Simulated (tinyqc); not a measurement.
Thermal resistances of a two-die stack.

Problem. Heat leaves through the lower die only, and the system is linear. Find the resistance R1 from the lower die to the coolant, R2 between the dies, and the rise of the upper die when both are powered.

Parameters, values chosen for the exercise: power of the lower die P1 = 55 W; power of the upper die P2 = 4.6 W.

rises of the lower and upper die with only the lower one powered (K): [28.6, 28.6]
rises of the lower and upper die with only the upper one powered (K): [2.392, 2.898]

Solution. With only the lower die powered no heat crosses R2, so both dies rise by P1 R1; the difference in the second test is P2 R2; rises add.

R1 = 0.520 K/W
R2 = 0.110 K/W
rise of the upper die = 31.5 K

tinyqc, about 0.02 s, one thread, Intel Xeon 2.30GHz (shared host): `OMP_NUM_THREADS=1 python tinyqc.py 2162211 2162212 out.jsonl`
